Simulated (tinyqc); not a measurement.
# LED efficiency against current

ABC model of an LED: J = q da (A n + Ba n^2 + Ca n^3), IQE = Ba n^2/(A n + Ba n^2 + Ca n^3), differential lifetime 1/(A + 2 Ba n + 3 Ca n^2).

Parameters, values chosen for the exercise:
```
symbol    value    unit                                    meaning
A         1.3e5     1/s     defect coefficient of the active layer
Ba      1.5e-10  cm^3/s  radiative coefficient of the active layer
Ca        5e-29  cm^6/s      Auger coefficient of the active layer
da           16      nm              thickness of the active layer
```

Constants: q = 1.602176634e-19 C. Results are converted to the units shown.

LED efficiency against current:

| J (A/cm^2) | n (cm^-3) | IQE (%) | defect share (%) | Auger share (%) | differential lifetime (ns) |
|---|---|---|---|---|---|
| 0.0003 | 2.392e15 | 73.37 | 26.58 | 0.05851 | 1178 |
| 0.001 | 4.681e15 | 84.27 | 15.60 | 0.1315 | 650.3 |
| 0.006 | 1.204e16 | 92.94 | 6.689 | 0.3731 | 265.6 |
| 0.02 | 2.230e16 | 95.57 | 3.715 | 0.7103 | 145.1 |
| 0.1 | 5.015e16 | 96.71 | 1.671 | 1.617 | 64.30 |
| 0.4 | 9.992e16 | 95.97 | 0.8324 | 3.196 | 31.64 |
| 2 | 2.197e17 | 92.83 | 0.3661 | 6.800 | 13.64 |
| 7 | 4.004e17 | 88.06 | 0.1906 | 11.75 | 6.931 |
| 30 | 7.859e17 | 79.17 | 0.08730 | 20.74 | 3.044 |

What does the table show?

The IQE goes from 73.4 through a maximum of 96.7 (at J = 0.1 A/cm^2 among the rows listed) to 79.2 %. The exact peak, Q/(Q + 2) = 96.7 % with Q = Ba/sqrt(A Ca) = 58.8, lies at n = sqrt(A/Ca) = 5.10e16 cm^-3, J = 0.103 A/cm^2, where the defect and Auger shares are equal. n goes as J^(0.56) at the low end and J^(0.46) at the high end.

Numbers from tinyqc (`OMP_NUM_THREADS=1 python tinyqc.py 2300135 2300136 out.jsonl`; about 0.01 s on one thread of a shared Intel Xeon 2.30GHz).
